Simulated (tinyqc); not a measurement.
Levels of description: finite square well with mass mismatch (envelope functions).

A square well of width L and depth V0, mass mw inside and mb outside, energies from the bottom of the well, c = hbar^2/2m0. k = sqrt(mw E/c), kappa = sqrt(mb (V0 - E)/c). psi and psi'/m are continuous at the walls (BenDaniel-Duke), so level n solves k L + 2 atan[(k/mw)/(kappa/mb)] = n pi.

Non-parabolic bands: mw is replaced by mw (1 + alpha_w E) and mb by mb (1 - alpha_b (V0 - E)), in k, kappa and the matching condition alike.

Constants: hbar^2/2m0 = 3.80998211 eV angstrom^2.

Parameters, chosen for this exercise (near those of an InGaAs well in InAlAs; shifted at random, so the results belong to these values and not to a real crystal):
```
symbol   value   unit      meaning
L        171     angstrom  well width
V0       0.515   eV        barrier height
mw       0.0414  m0        mass in the well
mb       0.0774  m0        mass in the barrier
alpha_w  1.19    1/eV      non-parabolicity in the well
alpha_b  0.24    1/eV      non-parabolicity in the barrier
```

The same well five ways. mb = mw: the barrier takes the mass of the well. psi' continuous: kappa holds mb but the condition drops the masses, k L + 2 atan(k/kappa) = n pi. The last column is measured against BenDaniel-Duke.

Levels (eV):
```
model                E1      E2      E3  E1 - E1(BDD) (meV)
infinite walls   0.0311  0.1242  0.2796                 9.9
mb = mw          0.0232  0.0921  0.2045                 2.1
BenDaniel-Duke   0.0211  0.0848  0.1916                 0.0
psi' continuous  0.0249  0.0987  0.2172                 3.8
non-parabolic    0.0212  0.0808  0.1691                 0.1
```

Hard walls put E1 9.9 meV too high. Ignoring the mass step moves it by +2.1 meV and the wrong matching by +3.8 meV: with mb/mw = 1.87, continuity of psi'/m lets the slope outside be 1.87 times the slope inside, which acts like a softer wall. Non-parabolicity shifts E1 by +0.1 meV, the balance of a heavier mass in the well, which lowers it, and a lighter mass deep in the barrier, which hardens the wall. Among the finite wells the largest departure in E1 is that of the model 'psi' continuous'.

Program tinyqc; command `OMP_NUM_THREADS=1 python tinyqc.py 1250517 1250518 out.jsonl`; about 0.02 s on one thread of a shared Intel(R) Xeon(R) Processor @ 2.30GHz.
